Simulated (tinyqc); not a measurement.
Classical Heisenberg spin chain: exact results, Metropolis, heat-bath and over-relaxation steps, and a Monte Carlo run: one step, computed by the program tinyqc.

E = -J sum_i s_i . s_(i+1) for unit vectors s_i on an open chain; K = J/(k_B T).

Task: Exact results. Each bond angle is independent, so u = <s_i . s_(i+1)> = coth K - 1/K, <s_i . s_(i+n)> = u^n, correlation length xi = -1/ln|u|, energy per bond -J u, heat capacity per bond c/k_B = 1 - K^2/sinh^2 K, and for the long chain chi = mu^2 (1 + u)/(3 k_B T (1 - u)) per spin.

Inputs (values chosen for the exercise, for a model chain of large moments): coupling J = -27 meV; temperature T = 473 K; moment mu = 4.5 mu_B.

Constants: k_B = 8.617333262e-05 eV/K; mu_B = 5.7883818060e-05 eV/T.

Give: K; u; xi; energy per bond; heat capacity; chi over the Curie value; chi.

Result:

K = -0.6624

u = -0.2146

xi = 0.6498 sites

energy per bond = -5.794 meV

heat capacity = 0.1343 k_B/bond

chi over the Curie value = 0.6466

chi = 0.006198 mu_B/T per spin

For |K| << 1, u = K/3 = -0.2208.
